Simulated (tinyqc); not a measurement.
# Worked calculation: electron mobility in a silicon inversion layer, empirical terms and Matthiessen rule

Program tinyqc, `OMP_NUM_THREADS=1 python tinyqc.py 2510166 2510167 out.jsonl`; Intel Xeon 2.30GHz, shared host, one thread, about 0.01 s. Printed values are rounded.

Inversion layer of sheet density Ns on a uniformly doped body, under a high-permittivity gate with an interlayer. The mobility terms are empirical power laws with prefactors chosen for the exercise; adding their inverses (Matthiessen) is itself an approximation.

Inputs (values chosen for the exercise); material values close to those of silicon:

| symbol | value | unit | meaning |
|---|---|---|---|
| T | 250 | K | temperature |
| Eg | 1.13 | eV | band gap |
| eps_r | 11.6 |  | relative permittivity of the semiconductor |
| Nc | 2.15e19 | cm^-3 | conduction-band density of states at T |
| Nv | 1.99e19 | cm^-3 | valence-band density of states at T |
| Nb | 3.9e17 | cm^-3 | body doping |
| Vsb | 0 | V | reverse body bias |
| eta | 0.5 |  | weight of the inversion charge in the effective field |
| Cox | 0.91 | uF/cm^2 | gate capacitance |
| Ap | 412 | cm^2/(V s) | phonon-limited mobility at 1 MV/cm and 300 K |
| As | 1100 | cm^2/(V s) | roughness-limited mobility at 1 MV/cm |
| gs | 2 |  | exponent of the roughness term |
| Ac | 3000 | cm^2/(V s) | Coulomb prefactor |
| Nit | 5.5e11 | cm^-2 | charge at the interface |
| Ar | 240 | cm^2/(V s) | remote-phonon mobility without interlayer |
| ti | 0.4 | nm | interlayer thickness |
| lr | 0.8 | nm | decay length of remote phonons |
| Ns | 1.2e13 | cm^-2 | inversion density |
| WL | 10 |  | ratio W/L |
| Vd | 0.05 | V | drain voltage |
| I | 193 | uA | measured linear current |

Constants: q = 1.602176634e-19 C, kB = 1.380649e-23 J/K, Vt = kB T/q, eps0 = 8.8541878128e-14 F/cm where lengths are in cm. Results are converted to the units shown.

## Depletion charge and effective field

ni = sqrt(Nc Nv) exp(-Eg/(2 Vt)), Eg in volts; Ndep = sqrt(2 eps0 eps_r Nb (2 Vt ln(Nb/ni) + Vsb)/q); E = q (Ndep + eta Ns)/(eps0 eps_r), in MV/cm.

ni = 8.42844e7 cm^-3
Ndep = 2.18969e12 cm^-2
E = 1.27753 MV/cm

The depletion charge gives 26.7 % of the field.

## Mobility terms and their sum

With t = T/(300 K): muC = Ac (Ns/1e12 cm^-2) t/(Nb/1e17 cm^-3 + Nit/1e11 cm^-2), muP = Ap E^(-1/3) t^(-1.75), muS = As E^(-gs), muR = Ar exp(2 ti/lr)/t; 1/mu is the sum of the inverses.

terms (cm^2/(V s)): Coulomb 3191.49, phonon 522.405, roughness 673.985, remote phonon 782.865
mu = 200.456 cm^2/(V s)
shares of 1/mu (%): Coulomb 6.28095, phonon 38.3717, roughness 29.7419, remote phonon 25.6054

The phonon term limits most.

## Iteration 1: inversion density for the measured current

Ns at the start = 1.8e13 cm^-2

I = (W/L) q Ns mu Vd. E = q (Ndep + eta Ns)/(eps0 eps_r) in MV/cm. With t = T/(300 K): muC = Ac (Ns/1e12 cm^-2) t/(Nb/1e17 cm^-3 + Nit/1e11 cm^-2), muP = Ap E^(-1/3) t^(-1.75), muS = As E^(-gs), muR = Ar exp(2 ti/lr)/t; 1/mu is the sum of the inverses. Ns(new) = I/((W/L) q mu Vd).

E = 1.74551 MV/cm
mu = 156.736 cm^2/(V s)
Ns after iteration 1 = 1.53712e13 cm^-2

## Iteration 2: inversion density for the measured current

As before.

E = 1.54047 MV/cm
mu = 174.924 cm^2/(V s)
Ns after iteration 2 = 1.37729e13 cm^-2

## Course of the iteration: inversion density for the measured current

Stop when Ns changes by less than 1e5 cm^-2, or after 120 iterations.

Course of the iteration:
```
iteration,Ns (cm^-2),|change| (cm^-2)
1,1.53712e13,2.63e12
2,1.37729e13,1.60e12
3,1.28980e13,8.75e11
4,1.24516e13,4.46e11
5,1.22332e13,2.18e11
6,1.21286e13,1.05e11
7,1.20791e13,4.95e10
8,1.20558e13,2.33e10
9,1.20448e13,1.09e10
...,...,...
17,1.20352e13,2.55e7
18,1.20352e13,1.19e7
19,1.20352e13,5.60e6
20,1.20352e13,2.62e6
21,1.20352e13,1.23e6
22,1.20352e13,5.76e5
23,1.20352e13,2.70e5
24,1.20352e13,1.27e5
25,1.20352e13,5.93e4
```

Converged in 25 iterations. At the end each change is about 0.47 times the one before: linear convergence.

## Split C-V extraction

```
point,Vg (V),Cgc (uF/cm^2),I (uA)
0,0,1.49861e-6,1.28764e-12
1,0.05,1.00433e-5,5.78332e-11
2,0.1,6.73044e-5,2.59737e-9
3,0.15,4.50872e-4,1.16605e-7
4,0.2,0.00301316,5.22096e-6
5,0.25,0.0198195,2.29696e-4
6,0.3,0.118154,0.00905266
7,0.35,0.455,0.212710
8,0.4,0.791846,1.62778
9,0.45,0.890181,4.93170
10,0.5,0.906987,9.55366
11,0.55,0.909549,14.9506
12,0.6,0.909933,20.8124
```

Q(Vg) is the trapezoid sum of Cgc from the first point (where Q is taken as 0); mu_eff = I/((W/L) Q Vd); mu_FE = (dI/dVg)/((W/L) Cox Vd) with a backward difference. Listed from point 4 on.

```
point,Q (uC/cm^2),mu_eff (cm^2/(V s)),mu_FE (cm^2/(V s))
4,1.01777e-4,0.102596,2.24367e-4
5,6.72593e-4,0.683018,0.00986705
6,0.00412192,4.39245,0.387823
7,0.0184508,23.0571,8.95199
8,0.0496219,65.6073,62.2009
9,0.0916726,107.594,145.227
10,0.136602,139.876,203.163
11,0.182015,164.279,237.228
12,0.227502,182.964,257.660
```

At the last point mu_FE is 41 % above mu_eff.
